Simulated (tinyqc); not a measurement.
A ladder of methods, and size consistency: correlation methods against full CI in the sto-6g basis, for BeH2, spin multiplicity 1. Computed by the program tinyqc with PySCF. All electrons correlated; +Q is the Davidson correction (1 - c0^2) E_corr. The last columns treat two copies 100 angstrom apart as one system. FCI is the lowest singlet.

Geometry (angstrom):
```
atom,x,y,z
Be,0.0000,0.0000,0.0000
H,0.0000,1.5300,0.0340
H,0.0000,-1.5300,0.0340
```

RHF energy of one = -15.687074 hartree

Correlation energies (hartree):
```
method,E_corr of one,share of FCI (%),E_corr of two at 100 angstrom,two minus twice one (mhartree)
MP2,-0.02907,63.154,-0.05815,0.000
CISD,-0.04467,97.034,-0.08607,3.265
CISD+Q,-0.04643,100.862,-0.09213,0.729
CCSD,-0.04541,98.636,-0.09081,0.000
CCSD(T),-0.04573,99.338,-0.09146,0.000
FCI,-0.04603,100.000,-,-
```

What does the comparison show, and why?

MP2 recovers 63 %, CISD 97.0 % and CCSD 98.6 % of the FCI value (c0^2 = 0.961 in CISD). MP2 and coupled cluster are size consistent, so their last column vanishes; CISD loses 3.27 mhartree, since a double excitation on each copy is a quadruple of the pair, and the Davidson correction leaves +0.73.
